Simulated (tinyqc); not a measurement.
Worked calculation: UHF in the sto-3g basis, for BeH+, spin multiplicity 1. One step of it, computed by the program tinyqc.

Question. Iteration 3: diagonalisation and new density. Diagonalise F' = X^T F X, C = X C', fill 2 alpha and 2 beta electrons from the bottom; D(s) = C_occ C_occ^T. Each column has its largest component positive (the first on a tie).

F(alpha) (hartree):
```
            1Be 1s     1Be 2s    1Be 2px    1Be 2py    1Be 2pz      2H 1s
1Be 1s   -5.028675  -1.416055  -0.000030   0.000044   0.014900  -0.541109
1Be 2s   -1.416055  -0.876984   0.029067  -0.042863  -0.171569  -0.650862
1Be 2px  -0.000030   0.029067  -0.152030   0.003833   0.021871   0.031444
1Be 2py   0.000044  -0.042863   0.003833  -0.155083  -0.032252  -0.046369
1Be 2pz   0.014900  -0.171569   0.021871  -0.032252  -0.381341  -0.500918
2H 1s    -0.541109  -0.650862   0.031444  -0.046369  -0.500918  -0.661933
```

F(beta) (hartree):
```
            1Be 1s     1Be 2s    1Be 2px    1Be 2py    1Be 2pz      2H 1s
1Be 1s   -5.028675  -1.416055   0.000030  -0.000044   0.014900  -0.541109
1Be 2s   -1.416055  -0.876984  -0.029067   0.042863  -0.171569  -0.650862
1Be 2px   0.000030  -0.029067  -0.152030   0.003833  -0.021871  -0.031444
1Be 2py  -0.000044   0.042863   0.003833  -0.155083   0.032252   0.046369
1Be 2pz   0.014900  -0.171569  -0.021871   0.032252  -0.381341  -0.500918
2H 1s    -0.541109  -0.650862  -0.031444   0.046369  -0.500918  -0.661933
```

X:
```
                 1          2         3          4          5         6
1Be 1s    0.165925   0.817072  0.000000   0.000000   0.590413  0.180476
1Be 2s   -1.048571  -0.588181  0.000000   0.000000   0.430722  0.379248
1Be 2px   0.000000   0.000000  0.601502   0.798871   0.000000  0.000000
1Be 2py   0.000000   0.000000  0.798871  -0.601502   0.000000  0.000000
1Be 2pz  -1.069383   0.467522  0.000000   0.000000  -0.548256  0.346808
2H 1s     1.467630  -0.171952  0.000000   0.000000  -0.158499  0.503256
```

Give: F' = X^T F X; orbital energies; coefficients C; F' = X^T F X; orbital energies; coefficients C; D(alpha) after iteration 3; D(beta) after iteration 3.

Answer.

F' = X^T F X (alpha) (hartree):
```
         1        2        3        4        5        6
1   0.4502  -0.1739   0.0045  -0.0130  -0.0772  -0.0332
2  -0.1739  -2.1957   0.0071  -0.0207  -2.1206  -0.8875
3   0.0045   0.0071  -0.1503   0.0025   0.0026  -0.0198
4  -0.0130  -0.0207   0.0025  -0.1568  -0.0075   0.0580
5  -0.0772  -2.1206   0.0026  -0.0075  -2.5926  -1.0508
6  -0.0332  -0.8875  -0.0198   0.0580  -1.0508  -1.2621
```

orbital energies (alpha) (hartree): MO1 -5.0316, MO2 -0.7730, MO3 -0.2674, MO4 -0.1506, MO5 -0.1494, MO6 0.4646

coefficients C (alpha):
```
             MO1      MO2      MO3      MO4     MO5      MO6
1Be 1s    0.9929  -0.1921  -0.2024   0.0277  0.0000   0.1087
1Be 2s    0.0260   0.4837   0.7813  -0.0704  0.0000  -0.9617
1Be 2px  -0.0001  -0.0597  -0.0259  -0.5574  0.8276  -0.0103
1Be 2py   0.0002   0.0881   0.0382   0.8219  0.5613   0.0152
1Be 2pz  -0.0025   0.3134  -0.6358   0.0169  0.0000  -1.1315
2H 1s     0.0005   0.5037  -0.1898  -0.0724  0.0000   1.4721
```

F' = X^T F X (beta) (hartree):
```
         1        2        3        4        5        6
1   0.4502  -0.1739  -0.0045   0.0130  -0.0772  -0.0332
2  -0.1739  -2.1957  -0.0071   0.0207  -2.1206  -0.8875
3  -0.0045  -0.0071  -0.1503   0.0025  -0.0026   0.0198
4   0.0130   0.0207   0.0025  -0.1568   0.0075  -0.0580
5  -0.0772  -2.1206  -0.0026   0.0075  -2.5926  -1.0508
6  -0.0332  -0.8875   0.0198  -0.0580  -1.0508  -1.2621
```

orbital energies (beta) (hartree): MO1 -5.0316, MO2 -0.7730, MO3 -0.2674, MO4 -0.1506, MO5 -0.1494, MO6 0.4646

coefficients C (beta):
```
             MO1      MO2      MO3      MO4     MO5      MO6
1Be 1s    0.9929  -0.1921  -0.2024  -0.0277  0.0000   0.1087
1Be 2s    0.0260   0.4837   0.7813   0.0704  0.0000  -0.9617
1Be 2px   0.0001   0.0597   0.0259  -0.5574  0.8276   0.0103
1Be 2py  -0.0002  -0.0881  -0.0382   0.8219  0.5613  -0.0152
1Be 2pz  -0.0025   0.3134  -0.6358  -0.0169  0.0000  -1.1315
2H 1s     0.0005   0.5037  -0.1898   0.0724  0.0000   1.4721
```

D(alpha) after iteration 3:
```
          1Be 1s   1Be 2s  1Be 2px  1Be 2py  1Be 2pz    2H 1s
1Be 1s    1.0227  -0.0671   0.0113  -0.0167  -0.0627  -0.0962
1Be 2s   -0.0671   0.2346  -0.0289   0.0426   0.1515   0.2436
1Be 2px   0.0113  -0.0289   0.0036  -0.0053  -0.0187  -0.0301
1Be 2py  -0.0167   0.0426  -0.0053   0.0078   0.0276   0.0444
1Be 2pz  -0.0627   0.1515  -0.0187   0.0276   0.0982   0.1578
2H 1s    -0.0962   0.2436  -0.0301   0.0444   0.1578   0.2537
```

D(beta) after iteration 3:
```
          1Be 1s   1Be 2s  1Be 2px  1Be 2py  1Be 2pz    2H 1s
1Be 1s    1.0227  -0.0671  -0.0113   0.0167  -0.0627  -0.0962
1Be 2s   -0.0671   0.2346   0.0289  -0.0426   0.1515   0.2436
1Be 2px  -0.0113   0.0289   0.0036  -0.0053   0.0187   0.0301
1Be 2py   0.0167  -0.0426  -0.0053   0.0078  -0.0276  -0.0444
1Be 2pz  -0.0627   0.1515   0.0187  -0.0276   0.0982   0.1578
2H 1s    -0.0962   0.2436   0.0301  -0.0444   0.1578   0.2537
```
